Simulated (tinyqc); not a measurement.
Frequency dispersion of an accumulation capacitance by border traps, distributed model: one step of the calculation.

Traps spread evenly through the insulator exchange electrons with the semiconductor by tunnelling, with tau(x) = t0 exp(2 ka x) at depth x from the interface. The admittance per area Y seen at depth x obeys dY/dx = -Y^2/(i w eps0 eox) + q Nb ln(1 + i w tau)/tau, with Y(0) = i w Cs and w = 2 pi f; the gate sees Y(tox) = G + i w C. Working variable y = Y/(i w), in uF/cm^2. Cox = eps0 eox/tox.

Task. Capacitance and conductance at the gate. Beyond xe the traps are ignored, so 1/y(tox) = 1/y(xe) + (tox - xe)/(eps0 eox); C = Re y, G/w = -Im y, loss tangent G/(w C).

Parameters, values chosen for the exercise; permittivity close to that of hafnium oxide:
- eox = 18.9 (relative permittivity of the insulator)
- tox = 9.4 nm (insulator thickness)
- xe = 2.7 nm (depth down to which the steps are taken)

Constants: eps0 = 8.8541878128e-14 F/cm where lengths are in cm. Results are converted to the units shown.

y at xe = 3.6505980-0.0324473i uF/cm^2

Give: y at the gate; C; G/w; loss tangent.

Result.

y at the gate = 1.483-0.005i uF/cm^2
C = 1.483 uF/cm^2
G/w = 0.005355 uF/cm^2
loss tangent = 0.003611

Computed by the program tinyqc: `OMP_NUM_THREADS=1 python tinyqc.py 2202042 2202043 out.jsonl`, one thread of a shared Intel Xeon 2.30GHz, about 0.5 s for the whole run.
